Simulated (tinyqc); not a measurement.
# Read current of a NAND string, cells in series solved by shooting: effect of the read voltage on the selected word line

Cells in series, numbered from 0 at the source line (0 V) to the bit line, each followed by a gap resistance Rg. A cell with gate Vg, threshold VT, source Vs and drain Vd passes I = 2 nf K Vt^2 [F(Vs) - F(Vd)]/(1 + th max(Vg - VT, 0)), F(V) = ln^2(1 + exp((Vg - VT - nf V)/(2 nf Vt))). The selected cell has Vg = Vr, the others Vg = Vp.

For a trial current I start at 0 V and, cell by cell, solve for the drain: sqrt(F(Vd)) = sqrt(F(Vs) - I/k), k = 2 nf K Vt^2/(1 + th max(Vg - VT, 0)), Vd = [Vg - VT - 2 nf Vt ln(exp(sqrt F) - 1)]/nf, then add I Rg. The string current is the I for which the last node reaches Vbl. The apparent threshold is the Vr at which I = Is. Background: all other cells erased (VT = Ve) or all in the highest state (VT = Vh); ratio and shift are high over erased and high minus erased. The string has 32 cells and the selected one is cell 16.

Inputs (values chosen for the exercise); values of the order met in vertical NAND strings: temperature T = 358 K; gain factor of a cell K = 21 uA/V^2; slope factor nf = 1.2; mobility reduction factor th = 0.09 1/V; resistance of the gap between cells Rg = 1.6 kohm; bit-line voltage Vbl = 0.3 V; pass voltage Vp = 7.3 V; threshold of an erased cell Ve = -1.7 V; threshold of the highest state Vh = 4.3 V; threshold of the selected cell Vx = 2.8 V; sensing current Is = 50 nA.

Constants: q = 1.602176634e-19 C, kB = 1.380649e-23 J/K, Vt = kB T/q. Results are converted to the units shown.

The same in every row: apparent VT, erased (V) = 2.854; apparent VT, high (V) = 2.864; background shift (mV) = 10.29.

Results:
```
Vr (V)	I, others erased (uA)	I, others high (uA)	ratio
2.5	1.426e-5	1.425e-5	0.9999
3.3	0.5856	0.3437	0.5870
3.7	0.7045	0.3810	0.5408
4.1	0.7468	0.3929	0.5262
4.5	0.7686	0.3989	0.5189
4.9	0.7820	0.4024	0.5146
5.3	0.7910	0.4048	0.5118
```

Estimate the missing row, Vr = 2.9 V.

Computed row:
```
Vr (V)	I, others erased (uA)	I, others high (uA)	ratio
2.9	0.09031	0.07519	0.8326
```

With this row back in the table: As Vr goes from 2.5 to 5.3 V, the current with erased neighbours rises from 1.43e-5 to 0.791 uA, that with high neighbours rises from 1.43e-5 to 0.405 uA and the ratio falls from 1.00 to 0.512. The apparent thresholds do not depend on Vr.

Program tinyqc, `OMP_NUM_THREADS=1 python tinyqc.py 2142208 2142209 out.jsonl`; Intel Xeon 2.30GHz, shared host, one thread, about 0.4 s.
